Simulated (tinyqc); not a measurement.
Inside a calculation. Method: geometry optimisation on the UHF/sto-3g surface (energies and gradients from PySCF), for H3, spin multiplicity 2. One step of it, computed by the program tinyqc.

Problem. Step 3: move. Quasi-Newton step p = -H^(-1) g (the inverse Hessian comes from BFGS updates; coordinates in the order x, y, z of each atom); steps longer than 0.3 bohr are cut back (factor 0.342 here).

positions after step 2 (bohr), order 1H, 2H, 3H:
```
[[0.008253, 0.171670, -0.074836],
 [-0.042121, -0.169045, 1.874082],
 [0.073552, 1.461912, -0.924303]]
```

gradient (hartree/bohr), order 1H, 2H, 3H:
```
[[-0.00208925, -0.04466390, 0.02049579],
 [0.00149528, 0.02299226, -0.03240136],
 [0.00059397, 0.02167164, 0.01190557]]
```

inverse Hessian in use (bohr^2/hartree):
```
[[1.007357, 0.194325, 0.001031, -0.007993, -0.140665, 0.138113, 0.000636, -0.053659, -0.139144],
 [0.194325, 6.108695, -0.020334, -0.209038, -3.671291, 3.626583, 0.014714, -1.437404, -3.606249],
 [0.001031, -0.020334, 0.906137, 0.003006, 0.067540, -0.023010, -0.004037, -0.047206, 0.116873],
 [-0.007993, -0.209038, 0.003006, 1.008484, 0.148667, -0.147834, -0.000490, 0.060371, 0.144828],
 [-0.140665, -3.671291, 0.067540, 0.148667, 3.602882, -2.595242, -0.008001, 1.068409, 2.527702],
 [0.138113, 3.626583, -0.023010, -0.147834, -2.595242, 3.567011, 0.009721, -1.031340, -2.544000],
 [0.000636, 0.014714, -0.004037, -0.000490, -0.008001, 0.009721, 0.999854, -0.006712, -0.005684],
 [-0.053659, -1.437404, -0.047206, 0.060371, 1.068409, -1.031340, -0.006712, 1.368995, 1.078546],
 [-0.139144, -3.606249, 0.116873, 0.144828, 2.527702, -2.544000, -0.005684, 1.078546, 3.427127]]
```

Give: positions after step 3.

Solution.

positions after step 3 (bohr), order 1H, 2H, 3H:
```
[[0.016, 0.360, -0.082],
 [-0.050, -0.301, 2.008],
 [0.074, 1.406, -1.050]]
```
